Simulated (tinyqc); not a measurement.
Worked calculation: exciton in an atomically thin sheet (Rytova-Keldysh potential). Values are carried at full precision from step to step, so a last printed digit may differ when a step is redone from the rounded ones.

Constants: Ry = 13.60569312 eV; a0 (Bohr radius) = 0.5291772105 angstrom; hbar^2/2m0 = 3.80998211 eV angstrom^2; e^2/(4 pi eps0) = 14.39964547 eV angstrom.

Parameters, chosen for this exercise (near those of a WS2 monolayer; shifted at random, so the results belong to these values and not to a real crystal):

| symbol | value | unit | meaning |
|---|---|---|---|
| me | 0.32 | m0 | electron mass |
| mh | 0.39 | m0 | hole mass |
| kap | 1 |  | mean dielectric constant of the surroundings |
| Eg | 2.608 | eV | gap, in these surroundings |
| al | (0.000565, 0.00254, 0.0114, 0.0515) | 1/angstrom^2 | exponents a_i |
| r0 | 35.8 | angstrom | screening length of the sheet |

## Exciton units

1/mu = 1/me + 1/mh, Ry* = Ry mu/kap^2, a* = a0 kap/mu.

mu = 0.17577 m0
Ry* = 2391.536 meV
a* = 3.01 angstrom

## Hydrogen-like series

Binding Ry*/n^2 in three dimensions and Ry*/(n - 1/2)^2 in two; strengths relative to n = 1 go as 1/n^3 and (1/2)^3/(n - 1/2)^3. Lines at Eg less the binding.

Series:

| n | 3D binding (meV) | 3D line (eV) | 3D strength | 2D binding (meV) | 2D line (eV) | 2D strength |
|---|---|---|---|---|---|---|
| 1 | 2391.54 | 0.2165 | 1.0000 | 9566.14 | -6.9581 | 1.0000 |
| 2 | 597.88 | 2.0101 | 0.1250 | 1062.90 | 1.5451 | 0.0370 |
| 3 | 265.73 | 2.3423 | 0.0370 | 382.65 | 2.2254 | 0.0080 |
| 4 | 149.47 | 2.4585 | 0.0156 | 195.23 | 2.4128 | 0.0029 |

The two-dimensional value exceeds the gap: with bare Coulomb screening the model fails here, and the screening of the sheet itself is needed.

## Overlap and kinetic matrices

Relative motion in the plane with V(k) = -2 pi q/(k (kap + r0 k)), q = e^2/(4 pi eps0), c = hbar^2/2m0. Normalised Gaussians exp(-a_i r^2): with A = a_i + a_j, S_ij = 2 sqrt(a_i a_j)/A, T_ij = (4c/mu)(a_i a_j/A) S_ij, V_ij = -q S_ij times the integral over k from 0 to infinity of exp(-k^2/4A)/(kap + r0 k).

Form S and T.

S:
```
         1        2        3        4
1  1.00000  0.77163  0.42422  0.20721
2  0.77163  1.00000  0.77203  0.42329
3  0.42422  0.77203  1.00000  0.77043
4  0.20721  0.42329  0.77043  1.00000
```

T (eV):
```
         1        2        3        4
1  0.02449  0.03092  0.01980  0.01004
2  0.03092  0.11011  0.13904  0.08884
3  0.01980  0.13904  0.49420  0.62348
4  0.01004  0.08884  0.62348  2.23256
```

## Potential matrix

Evaluate the integrals numerically.

V (eV):
```
          1         2         3         4
1  -0.43343  -0.44214  -0.33389  -0.21685
2  -0.44214  -0.64784  -0.62763  -0.44587
3  -0.33389  -0.62763  -0.89814  -0.83307
4  -0.21685  -0.44587  -0.83307  -1.17316
```

## Levels in the small basis

Solve (T + V) u = E S u; give the two lowest levels and the ground vector with u S u = 1 and its largest component positive.

levels (eV): -0.5598  -0.2392

ground vector: 0.043  0.743  0.259  0.022

## The converged series

Converged values use 20 Gaussians with exponents 2^i/b^2, i = -11 to 8, b the larger of a0 kap/(2 mu) and sqrt(a0 r0/mu), a0 = 0.5291772 angstrom; p states use r exp(i theta) exp(-a r^2).

Levels against the two-dimensional hydrogen series Ry*/(n - 1/2)^2; eps_n is the dielectric constant that would give each level in that series.

Series:

| state | binding (meV) | hydrogen (meV) | eps_n | Eg + E (eV) |
|---|---|---|---|---|
| 1s | 560.1 | 9566.1 | 4.13 | 2.048 |
| 2p | 297.9 | 1062.9 | 1.89 | 2.310 |
| 2s | 239.6 | 1062.9 | 2.11 | 2.368 |
| 3p | 164.3 | 382.6 | 1.53 | 2.444 |
| 3s | 139.2 | 382.6 | 1.66 | 2.469 |

eps_n falls from 4.13 (1s) to 1.66 (3s) towards kap = 1: larger orbits see less of the sheet. 2p is bound 58.2 meV more strongly than 2s, which pure Coulomb attraction keeps degenerate. The small basis misses the 1s binding by 0.4 meV.

## Checks

- 1s binding for r0 = 0 against 4 Ry*, meV: 9562 against 9566.
- 2p binding for r0 = 0 against 4 Ry*/9, meV: both 1063.

Program tinyqc; command `OMP_NUM_THREADS=1 python tinyqc.py 1280025 1280026 out.jsonl`; about 0.03 s on one thread of a shared Intel(R) Xeon(R) Processor @ 2.30GHz.
